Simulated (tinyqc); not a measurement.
Worked calculation: one-electron ion in a basis of Gaussians. One step of it, computed by the program tinyqc.

Question. Generalised eigenproblem. Solve H C = S C e through S^(-1/2); each column has its largest component positive (the first on a tie).

H = T + V (hartree), lower triangle:
```
           1          2          3         4
1  -0.481779
2  -0.380243  -0.728776
3  -0.146953  -0.568754  -0.791109
4  -0.039734  -0.237661  -0.590541  0.445523
```

S, lower triangle:
```
          1         2         3         4
1  1.000000
2  0.535304  1.000000
3  0.114292  0.535274  1.000000
4  0.016196  0.114293  0.535305  1.000000
```

Give: eigenvalues of S; eigenvalues; coefficients.

Answer.

eigenvalues of S: 0.2297  0.5762  1.2188  1.9753

eigenvalues (hartree): -0.8843  -0.4844  -0.2953  1.4188

coefficients:
```
         1        2        3        4
1  -0.0367   0.6561  -1.0218  -0.1692
2   0.4883   0.4779   1.2234   0.4899
3   0.6121  -0.5804  -0.6836  -1.0123
4   0.1034  -0.0905  -0.1106   1.2138
```

For Z = 4 and l = 2 the exact lowest level is -Z^2/(2 n^2) with n = l + 1: -0.888889 hartree.
